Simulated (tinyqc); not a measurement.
# Well width and field from level and shift

Inverse problem. An infinitely deep well has E_1(0) = C (pi/L)^2/m1, C = hbar^2/(2 m0), and in a field F (potential zero at the centre of the well) the second-order term of the shift is -m1 F^2 L^4 (15 - pi^2)/(48 C pi^4); higher orders are set aside. Find L and F.

Inputs (values chosen for the exercise): mass m1 = 0.2 m0.

Constants: q = 1.602176634e-19 C, hbar = 1.054571817e-34 J s, m0 = 9.1093837015e-31 kg, hbar^2/(2 m0) = 0.0380998212 eV nm^2. Results are converted to the units shown.

E_1(0) = 0.015824853 eV
second-order shift of level 1 = -0.83257455 meV

Answer. The level gives L, and the shift then gives F^2.

L = 10.90 nm
F = 0.003200 V/nm

Numbers from tinyqc (`OMP_NUM_THREADS=1 python tinyqc.py 2580116 2580117 out.jsonl`; about 0.03 s on one thread of a shared Intel Xeon 2.30GHz).
